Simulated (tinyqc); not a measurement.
# Four-point probe, van der Pauw, Hall and spreading-resistance readings of a semiconductor layer, step by step

A worked calculation. Computed by tinyqc, a small Python program that keeps every step. Command: `OMP_NUM_THREADS=1 python tinyqc.py 3113074 3113075 out.jsonl probe walk`. One thread of a shared host (Intel(R) Xeon(R) Processor @ 2.30GHz), about 0.01 s of CPU time with the checks. Intermediate numbers are printed to about 7 digits and carried at full precision; extremes and crossings named in words are read from the listed rows.

The layer is uniform and ohmic; contacts are points unless a radius is given.

Inputs (values chosen for the exercise, modelled on p-type silicon):

| quantity | value | unit |
|---|---|---|
| carrier density n | 1.3e+15 | 1/cm^3 |
| drift mobility mu | 451 | cm^2/(V s) |
| layer thickness t | 32 | micrometre |
| probe spacing s | 1 | mm |
| current I | 0.2 | mA |
| side ratio a/b of the van der Pauw rectangle | 1.8 | - |
| magnetic field B | 1.1 | T |
| Hall factor r_H | 0.84 | - |
| wafer diameter over spacing D/s | 98 | - |

Backing of the layer: insulating.

Constants: e = 1.602176634e-19 C.

## Resistivity and sheet resistance

rho = 1/(e n mu); R_s = rho/t.

resistivity rho = 10.64559 ohm cm

sheet resistance R_s = 3326.747 ohm/square

## Four-point voltage

Collinear probes with equal spacing on a layer with insulating backing: images at depth 2 m t give V = (rho I/(2 pi s)) G, G = 1 + 4 sum_(m>=1) [1/sqrt(1 + (2 m u)^2) - 1/sqrt(4 + (2 m u)^2)], u = t/s; the sum runs to m = 20000, with the tail 3/(32 u^3 M^2) added to the sum for M = 20000. Limits: thick, rho = 2 pi s V/I; thin on an insulator, rho = (pi/ln 2) t V/I.

t/s = 0.032

G = 43.32170

voltage V = 146.7998 mV

rho by the thick formula = 461.1850 ohm cm

rho by the thin formula = 10.64559 ohm cm

The thick formula is off by +4232.2 % and the thin one by 0.0 %.

## Thickness correction

The last two columns give rho(formula)/rho for rho = 2 pi s V/I and rho = (pi/ln 2) t V/I.

Correction against t/s:

| t/s | G | thick formula | thin formula |
|---|---|---|---|
| 0.1 | 13.86294 | 13.86294 | 1.000000 |
| 0.2 | 6.93147 | 6.93147 | 1.000000 |
| 0.3 | 4.62113 | 4.62113 | 1.000031 |
| 0.5 | 2.77992 | 2.77992 | 1.002645 |
| 0.7 | 2.01748 | 2.01748 | 1.018714 |
| 1.0 | 1.50446 | 1.50446 | 1.085238 |
| 1.5 | 1.19727 | 1.19727 | 1.295469 |
| 2.0 | 1.09388 | 1.09388 | 1.578142 |
| 3.0 | 1.03065 | 1.03065 | 2.230367 |
| 5.0 | 1.00699 | 1.00699 | 3.631937 |

The thin formula holds to 1 % up to t/s = 0.5 and the thick one holds to 1 % from t/s = 5.

## Finite wafer

For a thin circular wafer probed at its centre, R_s = C V/I with C = pi/(ln 2 + ln[((D/s)^2 + 3)/((D/s)^2 - 3)]).

factor C = 4.528279

error if pi/ln 2 is used = 0.09013089 %

## The two van der Pauw resistances

Thin rectangle with point contacts at the corners; for R_B current and voltage contacts lie along the two sides of length a, for R_A along those of length b: exp(-pi R_A/R_s) = (theta_4/theta_3)^4, exp(-pi R_B/R_s) = (theta_2/theta_3)^4 with q = exp(-pi a/b), theta_2 = 2 sum_(m>=0) q^((m + 1/2)^2), theta_3 = 1 + 2 sum_(m>=1) q^(m^2), theta_4 = 1 + 2 sum_(m>=1) (-1)^m q^(m^2).

R_A = 59.30885 ohm

R_B = 3081.648 ohm

ratio R_B/R_A = 51.95932

## Solving the van der Pauw equation

Solve exp(-pi z R_A) + exp(-pi z R_B) = 1 for z = 1/R_s by seven Newton steps from z = 2 ln 2/(pi (R_A + R_B)); f = R_s 2 ln 2/(pi (R_A + R_B)).

Steps:

| step | 1/z (ohm) | left side less 1 |
|---|---|---|
| 0 | 7117.973 | 2.307936e-01 |
| 1 | 4404.162 | 6.957750e-02 |
| 2 | 3538.872 | 1.356008e-02 |
| 3 | 3339.686 | 8.227877e-04 |
| 4 | 3326.801 | 3.480701e-06 |
| 5 | 3326.747 | 0 |
| 6 | 3326.747 | 0 |

R_s found = 3326.747 ohm/square

correction f = 0.4673727

Averaging R_A and R_B without f would overstate R_s by 114.0 %.

## Hall reading

V_H = r_H I B/(e n t); apparent density n/r_H; Hall mobility r_H mu; Hall angle tan = r_H mu B (SI).

Hall voltage = 27.72670 mV

apparent density = 1.547619e+15 1/cm^3

Hall mobility = 378.84 cm^2/(V s)

tangent of the Hall angle = 0.0416724

Checks made by the program: thin limit of G, 2 ln 2/u at u = 0.02 (relative difference below 1e-10); R_s recovered (relative difference below 1e-10).
